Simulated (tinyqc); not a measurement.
## MOS capacitor on an n-type substrate, surface potential from the exact charge relation: effect of the insulator thickness on threshold and swing

Uniform n-type substrate, Boltzmann statistics, full ionisation, classical densities. psi is the surface potential against the body (positive when the bands bend down) and u = -psi/Vt. Traps are spread evenly over the gap and neutral at flat band, so their charge is -q Dit psi; the minority quasi-Fermi level is shifted by Vb.

ni = sqrt(Nc Nv) exp(-Eg/(2 Vt)), Eg in volts; phiF = Vt ln(N/ni); Cox = eps0 eox/tox; Vfb = phiM - chi - Vt ln(Nc/N) - q Nf/Cox; VT = Vfb - [(2 phiF + Vb)(1 + q Dit/Cox) + sqrt(2 eps0 eps_r q N (2 phiF + Vb))/Cox]. gamma = sqrt(2 eps0 eps_r q N)/Cox; Wm = sqrt(2 eps0 eps_r (2 phiF + Vb)/(q N)); m = 1 + (eps0 eps_r/Wm + q Dit)/Cox; swing m Vt ln 10; Cmin/Cox = 1/(1 + Cox Wm/(eps0 eps_r)).

Parameters, values chosen for the exercise; band and dielectric values close to those of silicon:
```
symbol,value,unit,meaning
T,350,K,temperature
Eg,1.13,eV,band gap
eps_r,11.7,,relative permittivity
Nc,3.45e19,cm^-3,conduction-band density of states at T
Nv,3.34e19,cm^-3,valence-band density of states at T
chi,4.07,eV,electron affinity
N,5.2e16,cm^-3,donor density of the substrate
eox,25,,relative permittivity of the gate insulator (close to zirconium oxide)
phiM,4.87,eV,gate work function
Nf,7e10,cm^-2,"fixed charge at the interface, in units of q"
Dit,0,cm^-2 eV^-1,density of interface traps
Vb,0,V,reverse bias of the inversion layer against the body
```

Constants: q = 1.602176634e-19 C, kB = 1.380649e-23 J/K, Vt = kB T/q, eps0 = 8.8541878128e-14 F/cm where lengths are in cm. Results are converted to the units shown.

The same in every row: 2 phiF (V) = 0.73904; Wm (nm) = 135.57.

Effect of the insulator thickness on threshold and swing:
```
tox (nm),Vfb (V),gamma (V^0.5),VT (V),m,swing (mV/decade),Cmin/Cox
10,0.59897,0.059354,-0.19110,1.0345,71.845,0.033369
16,0.59593,0.094966,-0.22476,1.0552,73.283,0.052343
23,0.59238,0.13651,-0.26402,1.0794,74.962,0.073558
34,0.58681,0.20180,-0.32572,1.1174,77.599,0.10504
51,0.57819,0.30271,-0.42108,1.1761,81.674,0.14970
76,0.56553,0.45109,-0.56131,1.2624,87.668,0.20783
110,0.54830,0.65289,-0.75202,1.3797,95.819,0.27522
170,0.51790,1.0090,-1.0886,1.5869,110.20,0.36982
```

Read the table: what changes, and by how much?

As tox goes from 10 to 170, VT falls from -0.191 to -1.09 V, the swing rises from 71.8 to 110 mV/decade and Cmin/Cox rises from 0.0334 to 0.370. Of the change of VT by -0.897 V, -0.0811 V comes from Vfb and -0.816 V from the band bending and the charge it takes. m - 1 goes as tox^(1.00), that is as 1/Cox.

Numbers from tinyqc (`OMP_NUM_THREADS=1 python tinyqc.py 2060122 2060123 out.jsonl`; about 0.01 s on one thread of a shared Intel Xeon 2.30GHz).
